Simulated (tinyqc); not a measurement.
A ladder of methods, and size consistency: correlation methods against full CI in the sto-3g basis, for H4, spin multiplicity 1. Computed by the program tinyqc with PySCF. All electrons correlated; +Q is the Davidson correction (1 - c0^2) E_corr. The last columns treat two copies 100 angstrom apart as one system. FCI is the lowest singlet.

Geometry (angstrom):
```
atom,x,y,z
H,0.0000,0.0000,0.0000
H,0.0000,0.0000,0.9300
H,0.0000,0.0000,2.0850
H,0.0000,0.0000,3.0150
```

RHF energy of one = -2.145941 hartree

Correlation energies (hartree):
```
method,E_corr of one,share of FCI (%),E_corr of two at 100 angstrom,two minus twice one (mhartree)
MP2,-0.036586,62.1379,-0.073173,0.0000
CISD,-0.057728,98.0448,-0.110708,4.7486
CISD+Q,-0.060315,102.4376,-0.119442,1.1873
CCSD,-0.058800,99.8646,-0.117600,0.0000
CCSD(T),-0.058861,99.9680,-0.117721,0.0000
FCI,-0.058880,100.0000,-,-
```

What does the comparison show, and why?

MP2 recovers 62 %, CISD 98.0 % and CCSD 99.9 % of the FCI value (c0^2 = 0.955 in CISD). MP2 and coupled cluster are size consistent, so their last column vanishes; CISD loses 4.75 mhartree, since a double excitation on each copy is a quadruple of the pair, and the Davidson correction leaves +1.19.
